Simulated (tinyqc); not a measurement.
Field-effect mobility of a thin-film transistor with band-tail and deep states (multiple trapping): one step, computed by the program tinyqc.

A thick film in accumulation at small drain voltage. Only free electrons move; trapped ones still screen the gate. N_c and mu_0 are held fixed when T changes, leaving out the T^(3/2) growth of N_c. x = E_0 - psi is the distance of the Fermi level below the band edge.

Task: Free and trapped densities. F_j(eta) = int_0^infinity x^j/(1 + exp(x - eta)) dx, without a gamma-function factor. Integrals over x = E/(k_B T) use 160 Gauss-Legendre points in u = sqrt(x) from 0 to sqrt(max(eta, 0) + 32). Free n(x) = N_c (2/sqrt(pi)) F_1/2(-x/k_B T), with F_1/2 from its two-term series in exp(-x/k_B T) for x >= 12 k_B T; tail n_t(x) = int_0^1.2eV g_t exp(-E/E_t)/(1 + exp((x - E)/k_B T)) dE, E counted down from the edge, 120 Gauss-Legendre points; deep charge g_d psi; space charge rho(psi) = n + n_t + g_d psi less its value at psi = 0.

Inputs (values chosen for the exercise, modelled on polycrystalline silicon):
```
quantity                           value         unit
effective density of states N_c  2.8e+19       1/cm^3
tail density at the edge g_t     3.9e+20  1/(eV cm^3)
tail width E_t                        29          meV
temperature T                        200            K
```

Deep states: included.

Constants: k_B = 8.617333262e-05 eV/K.

Give: Local densities at x = 0.4, 0.3, 0.2, 0.15, 0.1, 0.05, 0 and -0.05 eV.

Result:

Local densities at x = 0.4, 0.3, 0.2, 0.15, 0.1, 0.05, 0 and -0.05 eV:
```
x (eV)  n (1/cm^3)  n_t (1/cm^3)  n/(n + n_t)
0.40     2.331e+09     2.258e+13    1.033e-04
0.30     7.718e+11     7.095e+14    1.087e-03
0.20     2.555e+14     2.218e+16    1.139e-02
0.15     4.648e+15     1.225e+17    3.657e-02
0.10     8.449e+16     6.521e+17    1.147e-01
0.05     1.510e+18     3.041e+18    3.318e-01
0.00     2.142e+19     8.624e+18    7.130e-01
-0.05    1.206e+20     1.109e+19    9.158e-01
```

E_t/k_B T = 1.68: deep in the tail n_t follows exp(-x/E_t), more slowly than n, so the free share grows as the Fermi level rises.
